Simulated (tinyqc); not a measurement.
Inside a calculation: defect, radiative and Auger recombination at equal electron and hole densities (ABC model). Values are carried at full precision from step to step, so a last printed digit may differ when a step is redone from the rounded ones.

J/(e d) = Ae n + B n^2 + C n^3 with Ae = A + 4 S/w (four side walls, carriers spread evenly), e = 1.602176634e-19 C, lengths in cm; internal efficiency IQE = B n^2/(Ae n + B n^2 + C n^3); all injected carriers recombine in the layer.

Parameters, chosen for this exercise (orders of magnitude like those quoted for GaAs; the results hold for these values, not for the real material): A = 2500000 1/s (defect rate); B = 1.6e-10 cm^3/s (radiative coefficient); C = 3e-30 cm^6/s (Auger coefficient); S = 0 cm/s (recombination velocity of the side walls); w = 16 micrometre (side of the square mesa); d = 83 nm (active thickness); J = 140 A/cm^2 (current density); ex = 0.46 (extraction efficiency); Eph = 1.45 eV (photon energy).

## The efficiency peak

IQE peaks at n_p = sqrt(Ae/C); with Q = B/sqrt(Ae C), IQE_max = Q/(Q + 2).

Ae = 2.500e+06 1/s
n_p = 9.129e+17 1/cm^3
Q = 58.42
IQE_max = 0.967
J at the peak = 183 A/cm^2

The side walls are taken as passivated.

## Carrier density at the given current

G = J/(e d). Newton steps from the smallest of G/Ae, sqrt(G/B) and (G/C)^(1/3); stop when the relative step is below 1e-9.

G = 1.053e+26 1/(cm^3 s)

Newton steps:

| step | n (1/cm^3) | rate/G | relative step |
|---|---|---|---|
| 1 | 8.1117e+17 | 1.03447 | -0.017 |
| 2 | 7.9762e+17 | 1.00029 | -0.00015 |
| 3 | 7.9751e+17 | 1.00000 | -1.1e-08 |
| 4 | 7.9751e+17 | 1.00000 | -8.2e-17 |

n = 7.975e+17 1/cm^3

The start is an upper bound and the function is convex, so the steps fall monotonically; 4 are needed.

## Shares, lifetimes and light

Shares of the three paths; lifetime n/G = 1/(Ae + B n + C n^2); differential lifetime 1/(Ae + 2 B n + 3 C n^2) and bandwidth 1/(2 pi tau_d); optical power density ex IQE J Eph/e.

shares: defect 0.0189, radiative 0.9666, Auger 0.0145

lifetime = 7.58 ns
differential lifetime = 3.80 ns
bandwidth = 41.9 MHz
optical power density = 90.3 W/cm^2

The radiative path is the largest; the device runs below its efficiency peak, where the defect and Auger shares are equal.

## Checks

- Density from Newton steps against bisection (1/cm^3): both 7.9751e+17.

tinyqc: `OMP_NUM_THREADS=1 python tinyqc.py 1682326 1682327 out.jsonl`; about 0.01 s, one thread, shared Intel(R) Xeon(R) Processor @ 2.30GHz.
